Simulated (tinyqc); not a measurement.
Band bending at a free surface with a continuum of surface states, surface photovoltage and Kelvin probe: one step of the calculation.

n-type bulk, xi = Ec - EF = Vt ln(Nc/Nd), p0 = ni^2/Nd, ni = sqrt(Nc Nv) exp(-Eg/(2 Vt)), Eg in volts. b is the upward band bending, u = b/Vt. Space charge per area, in units of q: Qc = sign(b) sqrt((2 eps0 eps_r Vt/q) [(Nd + dn)(exp(-u) - 1) + Nd u + (p0 + dn)(exp(u) - 1)]), with dn the excess density under light (flat quasi-Fermi levels; 0 in the dark). The states hold -Ds (E0 - xi - b): negative while the Fermi level lies above the neutrality level. Neutrality: Qc + Qf + (charge of the states) = 0.

Task. Surface photovoltage. Under chopped light the surface charge keeps its dark value, so b falls to bL with Qc(bL, dn) = Qc(b, 0); the photovoltage is b - bL. Qc rises with b, so bL follows by bisection.

Values chosen for this exercise; band and dielectric values close to those of indium phosphide:
- T = 300 K (temperature)
- Eg = 1.36 eV (band gap)
- eps_r = 12.5 (relative permittivity)
- Nc = 5.6e17 cm^-3 (conduction-band density of states at T)
- Nv = 1.08e19 cm^-3 (valence-band density of states at T)
- Nd = 5.8e15 cm^-3 (donor density)
- dn = 4.7e13 cm^-3 (excess carrier density under light)

Constants: q = 1.602176634e-19 C, kB = 1.380649e-23 J/K, Vt = kB T/q, eps0 = 8.8541878128e-14 F/cm where lengths are in cm. Results are converted to the units shown.

converged b = 0.26136262 V

Find: bL; photovoltage; share of b removed; excess holes at the surface, dn exp(bL/Vt).

Result.

bL = 0.15992 V
photovoltage = 101.44 mV
share of b removed = 38.811 %
excess holes at the surface, dn exp(bL/Vt) = 2.2840e16 cm^-3

tinyqc, about 0.01 s, one thread, Intel Xeon 2.30GHz (shared host): `OMP_NUM_THREADS=1 python tinyqc.py 2430122 2430123 out.jsonl`
